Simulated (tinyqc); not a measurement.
Worked calculation: Bloch-Grueneisen resistivity of a metal. Computed by tinyqc, a small Python program that keeps every step. Command: `OMP_NUM_THREADS=1 python tinyqc.py 3030662 3030663 out.jsonl bg walk`. One thread of a shared host (Intel(R) Xeon(R) Processor @ 2.30GHz), about 0.01 s of CPU time with the checks. Intermediate numbers are printed to about 6 digits and carried at full precision; extremes and crossings named in words are read from the listed rows.

Electrons scatter from a Debye spectrum of phonons (n = 5 for scattering within one band, n = 3 for scattering into a second, heavy band) and from static defects.

Inputs (values chosen for the exercise, modelled on nickel): exponent n = 5; Debye temperature Theta = 387 K; transport coupling lambda_tr = 0.21; Drude plasma energy hbar w_p = 5.9 eV; residual resistivity rho_0 = 3.3 microohm cm; temperature T = 400 K.

Addition: none.

Constants: k_B = 1.380649e-23 J/K; hbar = 1.054571817e-34 J s; eps_0 = 8.8541878128e-12 F/m; hbar = 6.582119569e-16 eV s; k_B = 8.617333262e-05 eV/K.

## Scale of the phonon resistivity

rho_ph = (n - 1) rho_1 (T/Theta)^n J_n(Theta/T), with rho_1 = 2 pi lambda_tr k_B Theta/(hbar eps_0 w_p^2), the high-temperature line at T = Theta.

rho_1 = 9.39715 microohm cm

## The integral and the phonon part

J_n(y) = int_0^y x^n e^x/(e^x - 1)^2 dx, by 96 Gauss-Legendre points (upper limit at most 60).

Theta/T = 0.9675

J_n = 0.208047

phonon resistivity rho_ph = 9.22493 microohm cm

This is 95 % of the straight line rho_1 T/Theta.

## Total resistivity and derived numbers

Matthiessen's rule: rho = rho_0 + rho_ph. Temperature coefficient (1/rho) d rho/dT by a central difference of +/- 0.5 K; residual ratio rho(295 K)/rho(4.2 K); scattering time tau = 1/(eps_0 w_p^2 rho); Wiedemann-Franz kappa = L_0 T/rho, L_0 = (pi^2/3)(k_B/e)^2.

resistivity rho = 12.5249 microohm cm

temperature coefficient = 2.02940 1e-3/K

residual resistance ratio = 2.97582

scattering time = 11.2229 fs

Wiedemann-Franz conductivity = 78.0205 W/(m K)

The coefficient is 0.812 times 1/T; the temperature-independent part dilutes it. Caution: scattering from magnetic disorder, left out here, raises the resistivity of this ferromagnet well above the phonon value.

## Limits of the phonon part

Low T: (n - 1) n! zeta(n) rho_1 (T/Theta)^n. High T: rho_1 (T/Theta) [1 - (n - 1)/(12 (n + 1)) (Theta/T)^2].

Resistivities (microohm cm):
```
T (K)       rho_ph    low-T law  straight line  line with correction  total rho
12     1.34072e-04  1.34072e-04         0.2914                     -     3.3001
19     1.33406e-03  1.33413e-03         0.4614                     -     3.3013
31     1.52027e-02  1.54255e-02         0.7527                     -     3.3152
46     9.42482e-02  1.10974e-01         1.1170                     -     3.3942
77     5.95617e-01  1.45843e+00         1.8697                     -     3.8956
140    2.28798e+00  2.89782e+01         3.3995                1.9564     5.5880
190    3.69623e+00  1.33413e+02         4.6136                3.5502     6.9962
310    6.91198e+00  1.54255e+03         7.5274                6.8757    10.2120
460    1.07419e+01  1.10974e+04        11.1697               10.7305    14.0419
770    1.84372e+01  1.45843e+05        18.6972               18.4348    21.7372
```

The low-T law holds to 10 % up to 31 K, the straight line from 310 K on. The local exponent of rho_ph falls from 5.00 to 1.05. Phonons overtake the residual resistivity between 140 and 190 K.

Checks made by the program: J_n at large argument against n! zeta(n) (relative difference below 1e-10).
